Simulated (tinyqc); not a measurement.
Changing the level that defines the junction C_B: sputter depth profiling of a dopant layer: erosion rate, quantification and the mixing-roughness response. Computed by tinyqc, a small Python program. Command: `OMP_NUM_THREADS=1 python tinyqc.py 3010520 3010521 out.jsonl sims sweep`. One thread of a shared host (Intel(R) Xeon(R) Processor @ 2.30GHz), about 0.03 s of CPU time with the checks.

A rastered ion beam erodes silicon (49.94 atoms per nm^3). The measured profile is the true one convolved with a depth response.

Inputs (values chosen for the exercise, modelled on a dopant in silicon under an oxygen or caesium beam):
```
quantity,value,unit
beam energy E,0.8,keV
beam current,26,nA
raster side,500,um
sputter yield at 1 keV,1.5,-
mixing length at 1 keV,1.6,nm
roughness sigma,1.2,nm
depth of the layer z0,24,nm
sheet density Q,3.5e+12,1/cm^2
relative sensitivity factor RSF,2e+21,1/cm^3
matrix count rate,810000,1/s
background count rate,0.61,1/s
counting time per point,1,s
```

True profile: delta layer.

Constants: e = 1.602176634e-19 C.

Method:
- Scaling chosen for the exercise: yield Y = Y1 E^0.5, mixing length w = w1 E^0.5 (E in keV).
- Erosion rate = Y I/(e x raster^2 x density); depth step = rate x counting time; concentration = RSF x counts/matrix counts; detection limit = RSF x 3 sqrt(background x time)/(matrix rate x time).
- Mixing alone turns a layer at z0 into (1/w) exp(-(z - z0 + w)/w) for z > z0 - w; roughness adds a Gaussian of width sigma. With x = z - z0 + w: g(x) = (1/(2w)) exp(sigma^2/(2 w^2) - x/w) erfc((sigma/w - x/sigma)/sqrt2), and its integral G(x) = (1/2) erfc(-x/(sigma sqrt2)) - w g(x). Measured: Q g(x), 1 nm = 1e-7 cm.
- Find the maximum, the full width at half maximum and the deep point where the profile falls to C_B; far down, the trailing edge decays by w ln(10) per decade.

One run for each value:
```
level that defines the junction C_B (1/cm^3),apparent junction depth (nm)
1.00e+15,37.53
3.00e+15,35.96
1.00e+16,34.24
3.00e+16,32.67
1.00e+17,30.94
3.00e+17,29.37
1.00e+18,27.65
```

What does the table show, and why?

Over the rows, apparent junction depth (nm) falls from 37.5 to 27.6 (exponent d ln y / d ln x -0.039 between the first rows and -0.050 between the last). Each decade down in C_B adds w ln(10) = 3.30 nm in the exponential tail. Left out: 3.00e18 (the peak is near the junction level, or the box is flat-topped). Left out: 1.00e19 (no root in the searched range).

Caution (rows 1.00e15, 3.00e15): C_B lies below the detection limit, so this point could not be measured.

Extremes, crossings and ranges named in words are read from the listed rows.
